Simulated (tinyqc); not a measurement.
Field dependence: Hall factor, magnetoresistance and optical conductivity for a power-law relaxation time. Computed by tinyqc, a small Python program. Command: `OMP_NUM_THREADS=1 python tinyqc.py 3006295 3006296 out.jsonl magneto walk`. One thread of a shared host (Intel(R) Xeon(R) Processor @ 2.30GHz), about 0.01 s of CPU time with the checks.

One spherical parabolic band, tau(E) = tau_0 x^s with x = E/(k_B T). Landau quantisation is left out.

Inputs (values chosen for the exercise, with a mass close to that of electrons in InAs): effective mass m = 0.022 m_0; exponent s = -0.25; tau_0 = 450 fs; reduced Fermi level eta = 9.2; temperature T = 300 K.

Constants: m_0 = 9.1093837015e-31 kg; k_B = 1.380649e-23 J/K; hbar = 1.054571817e-34 J s; e = 1.602176634e-19 C.

Method:
- <y> = int y x^(3/2) f (1 - f) dx / int x^(3/2) f (1 - f) dx, f = 1/(1 + exp(x - eta)).
- Integrals over x = E/(k_B T) use 160 Gauss-Legendre points in u = sqrt(x) from 0 to sqrt(max(eta, 0) + 45).
- n = (2 m k_B T)^(3/2)/(3 pi^2 hbar^3) int x^(3/2) f (1 - f) dx; moments in units of tau_0.
- mu = e <tau>/m; weak field r_H = <tau^2>/<tau>^2 and MR = c (mu B)^2, c = <tau^3>/<tau>^3 - r_H^2; strong field r_H = 1 and MR = <tau> <1/tau> - 1.
- With w_c = e B/m: sigma_xx = (n e^2/m) <tau/(1 + w_c^2 tau^2)>, sigma_xy = (n e^2/m) <w_c tau^2/(1 + w_c^2 tau^2)>; r_H = (n e/B) sigma_xy/(sigma_xx^2 + sigma_xy^2); MR = sigma_0 sigma_xx/(sigma_xx^2 + sigma_xy^2) - 1, sigma_0 = n e^2 <tau>/m.

drift mobility mu = 20483.0 cm^2/(V s)

saturation MR = 0.221495 %

Against the field:
```
B (T)        mu B     r_H      MR (%)
0.015  3.0725e-02  1.0023  2.2299e-04
0.049  1.0037e-01  1.0023  2.3556e-03
0.15   3.0725e-01  1.0021  2.0206e-02
0.29   5.9401e-01  1.0017  6.0121e-02
0.49   1.0037e+00  1.0011  1.1369e-01
0.98   2.0073e+00  1.0004  1.7872e-01
2      4.0966e+00  1.0001  2.0941e-01
4.9    1.0037e+01  1.0000  2.1938e-01
20     4.0966e+01  1.0000  2.2137e-01
```

What does the comparison show, and why?

r_H falls from 1.002 to 1.000, so a strong-field measurement gives n directly; half of the fall is done between 0.594 and 1.00 in mu B. MR starts as B^1.99 and reaches 100 % of its saturation value in the last row. It arises only because carriers of different energy have different Hall angles, which one Hall field cannot cancel. Above 4.9 T hbar w_c exceeds k_B T and mu B exceeds 1, and Landau quantisation replaces this picture.

Extremes, crossings and ranges named in words are read from the listed rows.
